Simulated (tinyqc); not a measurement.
Inside a calculation. Model: strained Delta valleys, repopulation and conductivity mass.

Numbers from tinyqc (`OMP_NUM_THREADS=1 python tinyqc.py 2530170 2530171 out.jsonl`; about 0.01 s on one thread of a shared Intel Xeon 2.30GHz). Printed values are rounded.

A cubic crystal with three pairs of conduction valleys along x, y and z under uniaxial stress X along [001] (X > 0 is tension); current along [110]. Non-degenerate electrons, fixed total density, one relaxation time for all valleys and stresses, masses unchanged by strain, so the mobility goes as the mean inverse mass.

Values chosen for this exercise; values close to those of silicon: temperature T = 300 K; compliance s11 = 7.83 1/TPa; compliance s12 = -2.1 1/TPa; compliance s44 = 12.7 1/TPa; shear deformation potential Xu = 8.83 eV; longitudinal mass ml = 0.944 m0; transverse mass mt = 0.193 m0; uniaxial stress (tension positive) X = 420 MPa.

Constants: q = 1.602176634e-19 C, kB = 1.380649e-23 J/K, Vt = kB T/q. Results are converted to the units shown.

## Strain tensor

Stress s_ij = X a_i a_j with a the unit vector along [001]; strain e_ii = s11 s_ii + s12 (s_jj + s_kk), e_ij = s44 s_ij/2.

strain (%):

|  | x | y | z |
|---|---|---|---|
| x | -0.088200 | 0.000000 | 0.000000 |
| y | 0.000000 | -0.088200 | 0.000000 |
| z | 0.000000 | 0.000000 | 0.328860 |

## Valley shifts and shares

Valley shift dE = Xu (n.e.n - trace(e)/3) with n the valley axis; share f proportional to exp(-dE/Vt).

| valley | dE (meV) | share f |
|---|---|---|
| x | -12.2755 | 0.446304 |
| y | -12.2755 | 0.446304 |
| z | 24.5509 | 0.107393 |

The splitting is 36.8 meV, 1.4 Vt.

## Conductivity mass and mobility

Inverse mass along the current d = [110]: (n.d)^2/ml + (1 - (n.d)^2)/mt; mu/mu0 = sum f (1/m) over the plain mean of 1/m.

1/m along d, valley x to z (1/m0): [3.12033, 3.12033, 5.18135]
conductivity mass = 0.299251 m0
unstrained value = 0.262651 m0
mu/mu0 = 0.877692

The possible range, all electrons in one kind of valley, is 0.820 to 1.36.
